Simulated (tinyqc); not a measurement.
From results back to parameters: nanosheet or nanowire with hard walls, valleys of the Si type. Four cases, with inputs chosen for the exercise.

Problem. In a hard-walled rectangle E(n, l) = c pi^2 (n^2/(m_y W^2) + l^2/(m_z H^2)), c = hbar^2/2m0. Two levels were computed from hidden W and H.

Constants: hbar^2/2m0 = 3.80998211 eV angstrom^2.

Find: width term; height term; W; H.

Method. The difference of the two levels is three times the width term; the rest of E(1, 1) is the height term.

Case 1.

Values chosen (out of a larger set: near those of Si; not measured data): m_y = 0.188 m0 (mass across the width); m_z = 0.925 m0 (mass along the height).

E(1, 1) = 0.034618 eV
E(2, 1) = 0.108698 eV

Solution.

width term = 24.69 meV
height term = 9.92 meV
W = 90.0 angstrom
H = 64.0 angstrom

Case 2.

Values chosen (out of a larger set: near those of Si; not measured data): m_y = 0.191 m0 (mass across the width); m_z = 0.918 m0 (mass along the height).

E(1, 1) = 0.080231 eV
E(2, 1) = 0.275478 eV

Solution.

width term = 65.08 meV
height term = 15.15 meV
W = 55.0 angstrom
H = 52.0 angstrom

Case 3.

Values chosen (out of a larger set: near those of Si; not measured data): m_y = 0.188 m0 (mass across the width); m_z = 0.913 m0 (mass along the height).

E(1, 1) = 0.044158 eV
E(2, 1) = 0.127210 eV

Solution.

width term = 27.68 meV
height term = 16.47 meV
W = 85.0 angstrom
H = 50.0 angstrom

Case 4.

Values chosen (out of a larger set: near those of Si; not measured data): m_y = 0.192 m0 (mass across the width); m_z = 0.899 m0 (mass along the height).

E(1, 1) = 0.021801 eV
E(2, 1) = 0.056567 eV

Solution.

width term = 11.59 meV
height term = 10.21 meV
W = 130.0 angstrom
H = 64.0 angstrom

Computed by tinyqc, one run a case: `OMP_NUM_THREADS=1 python tinyqc.py N N+1 out.jsonl` with N = 1251057, 1251135, 1251355, 1251499; one thread of a shared Intel(R) Xeon(R) Processor @ 2.30GHz, about 0.03 s a run at most.
